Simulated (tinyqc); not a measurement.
Kinetic Monte Carlo and master equation for a particle on a ring of sites with traps and bias: one step, computed by the program tinyqc.

7 sites on a ring, numbered 1 to 7. The saddle between i and i+1 lies at E0 + s b_i and site i at s eps_i; a force F tilts the landscape, with the saddle half-way.

Problem. Steady state. Master equation dP/dt = W P, W_(i+1,i) = k right, W_(i-1,i) = k left, columns summing to zero. The steady state is its null vector; drift v = a sum P_i (k right - k left). D = a^2 lambda''(0)/2, where lambda(q) is the leading eigenvalue of W with right hops weighted by exp(q) and left hops by exp(-q). The slowest relaxation rate is minus the real part of the next eigenvalue of W. 1 angstrom = 1e-8 cm.

Inputs (values chosen for the exercise, for a model defect): temperature T = 360 K; site spacing a = 3.7 angstrom.

Disorder: both.

Rates, shares of right hops and mean stays:
```
site  k right (1/s)  k left (1/s)  share right  mean stay (s)
1      1.779008e+07  1.239546e+08    0.1255079   7.054938e-09
2      3.134173e+08  3.001164e+07    0.9126118   2.911811e-09
3      2.960520e+07  1.456329e+08    0.1689427   5.706520e-09
4      1.042874e+06  3.122720e+06    0.2503543   2.400618e-07
5      3.733908e+07  1.973776e+07    0.6541897   1.752024e-08
6      1.466160e+07  1.679968e+07    0.4660206   3.178510e-08
7      2.198517e+08  3.099482e+07    0.8764391   3.986502e-09
```

Constants: k_B = 8.617333262e-05 eV/K.

Give: occupations P_i; drift velocity v; diffusivity D; slowest relaxation rate.

Solution.

occupations P_i: [0.06015, 0.03443, 0.07385, 0.68843, 0.03452, 0.07454, 0.03408]

drift velocity v = 0.0094874 cm/s

diffusivity D = 1.4032e-08 cm^2/s

slowest relaxation rate = 7.6076e+06 1/s
